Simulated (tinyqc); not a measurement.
Equilibrium crystal shape, supported particles, Gibbs-Thomson effect and coarsening: one step, computed by the program tinyqc. Command: `OMP_NUM_THREADS=1 python tinyqc.py 3026213 3026214 out.jsonl wulff walk`. One thread of a shared host (Intel(R) Xeon(R) Processor @ 2.30GHz), about 0.04 s of CPU time with the checks.

A cubic crystal bounded by {100}, {110} and {111} facets only.

Problem. The Wulff shape. Wulff construction: the facet planes lie at distances lambda gamma from the centre, and the shape is the region inside all of them; V = (1/3) sum of area x distance. gamma_mean = sum A gamma / sum A; shape factor eta = A/V^(2/3) (4.836 for a sphere). lambda follows from V = N Omega.

Inputs (values chosen for the exercise, for a model cubic crystal): atoms in the particle N = 400000.

gamma (J/m^2): (100) 1.36, (110) 1.38, (111) 1.33

Omega = 20.02 angstrom^3

Constants: e = 1.602176634e-19 C.

Give: area fractions; gamma_mean; shape factor eta; distances of the planes from the centre; surface energy per atom.

Solution.

area fractions: {100} 0.2912, {110} 0.3467, {111} 0.3621

gamma_mean = 1.356 J/m^2

shape factor eta = 5.061

distances of the planes from the centre (nm): {100} 11.89, {110} 12.07, {111} 11.63

surface energy per atom = 0.04286 eV

Present: {100}, {110}, {111}.
